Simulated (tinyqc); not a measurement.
Hueckel theory of the pi electrons, for the molecule [CH2]c1ccc(O)c(O)c1 (SMILES; centres numbered as the heavy atoms are written), step by step. Computed by tinyqc, a small Python program that keeps every step. Settings: charge = 0. Command: `OMP_NUM_THREADS=1 python tinyqc.py 27383 27384 out.jsonl` (the two numbers bound the seeds that draw the settings). One thread of a shared host (Intel(R) Xeon(R) Processor @ 2.60GHz), about 0.01 s of CPU time with the checks.

## The Hueckel matrix

Centres:
```
centre  z_r, pi electrons of the neutral centre         h
1C                                            1  0.000000
2C                                            1  0.000000
3C                                            1  0.000000
4C                                            1  0.000000
5C                                            1  0.000000
6O                                            2  2.000000
7C                                            1  0.000000
8O                                            2  2.000000
9C                                            1  0.000000
```

Bonds:
```
i  j         k
1  2         1
2  3         1
3  4         1
4  5         1
5  6  0.800000
5  7         1
7  8  0.800000
7  9         1
9  2         1
```

H_rr = alpha + h_r beta, H_rs = k_rs beta for bonded centres.

Hueckel matrix in units of beta (H = alpha + beta A), lower triangle:
```
          1C        2C        3C        4C        5C        6O        7C        8O
1C  0.000000
2C  1.000000  0.000000
3C  0.000000  1.000000  0.000000
4C  0.000000  0.000000  1.000000  0.000000
5C  0.000000  0.000000  0.000000  1.000000  0.000000
6O  0.000000  0.000000  0.000000  0.000000  0.800000  2.000000
7C  0.000000  0.000000  0.000000  0.000000  1.000000  0.000000  0.000000
8O  0.000000  0.000000  0.000000  0.000000  0.000000  0.000000  0.800000  2.000000
9C  0.000000  1.000000  0.000000  0.000000  0.000000  0.000000  1.000000  0.000000

          9C
9C  0.000000
```

## Orbitals

pi electrons, sum of z_r less the charge = 11

Diagonalise; E = alpha + x beta with beta < 0, so the largest x are filled first; degenerate levels share their electrons. P = sum n_i c_ri c_si; each orbital has its largest coefficient positive (the first on a tie).

x values: 2.599275  2.236266  1.881161  1.046172  0.818505  -0.045223  -1.049667  -1.344474  -2.142016

occupations: 2.000000  2.000000  2.000000  2.000000  2.000000  1.000000  0.000000  0.000000  0.000000

coefficients:
```
         MO1        MO2        MO3        MO4        MO5        MO6        MO7        MO8
1C  0.061505  -0.021174   0.304777  -0.337601  -0.184899   0.744150   0.038331  -0.389668
2C  0.159868  -0.047351   0.573335  -0.353188  -0.151340  -0.033653  -0.040234   0.523898
3C  0.140315   0.023647   0.441570   0.237486  -0.410175  -0.379167  -0.478467  -0.201365
4C  0.204850   0.100232   0.257330   0.601640  -0.184390   0.050800   0.542466  -0.253167
5C  0.392146   0.200498   0.042509   0.391933   0.259251   0.376870  -0.090941   0.541742
6O  0.523494   0.678890  -0.286160  -0.328724  -0.175541  -0.147415   0.023856  -0.129585
7C  0.395651  -0.194976   0.051564   0.071369   0.537020   0.050089  -0.466093  -0.371523
8O  0.528173  -0.660193  -0.347120  -0.059859  -0.363621  -0.019593   0.122267   0.088868
9C  0.213721  -0.108363   0.332188  -0.269381   0.471200  -0.363461   0.482370  -0.113334

          MO9
1C  -0.218285
2C   0.467569
3C  -0.383247
4C   0.353352
5C  -0.373639
6O   0.072166
7C   0.389257
8O  -0.075182
9C  -0.400009
```

charge and bond-order matrix P, lower triangle:
```
           1C         2C         3C         4C         5C         6O        7C         8O
1C   1.044324
2C   0.640545   1.009450
3C  -0.005407   0.518117   1.023517
4C  -0.122428  -0.019804   0.707250   1.030978
5C  -0.014397  -0.212866  -0.012344   0.617876   0.975246
6O   0.038385   0.065253  -0.029940  -0.135007   0.254227   1.933130
7C  -0.121146  -0.010549  -0.278289   0.039930   0.589772  -0.122847  0.983906
8O   0.041643  -0.013631   0.087736  -0.033528  -0.122847   0.025161  0.239521   1.942618
9C  -0.029466   0.519399  -0.028464  -0.279571   0.048590  -0.048233  0.695063  -0.165080

          9C
9C  1.056831
```

## Energy, charges, bond orders

E = sum n x; q_r = z_r - P_rr; bond order p = P_rs; free valence = sqrt(3) - sum of p over the bonds of the atom.

pi energy = 11 alpha + this times beta = 17.117537

pi charges: 1C -0.044324, 2C -0.009450, 3C -0.023517, 4C -0.030978, 5C 0.024754, 6O 0.066870, 7C 0.016094, 8O 0.057382, 9C -0.056831

Bond orders and lengths from R = 1.517 - 0.180 p (angstrom, C-C alone):
```
bond         p         R
1-2   0.640545  1.401702
2-3   0.518117  1.423739
3-4   0.707250  1.389695
4-5   0.617876  1.405782
5-6   0.254227         -
5-7   0.589772  1.410841
7-8   0.239521         -
7-9   0.695063  1.391889
9-2   0.519399  1.423508
```

free valence of the carbons: 1C 1.091506, 2C 0.053989, 3C 0.506683, 4C 0.406925, 5C 0.270177, 7C 0.207695, 9C 0.517588

gap between the highest filled and the next level = 1.004444 |beta|
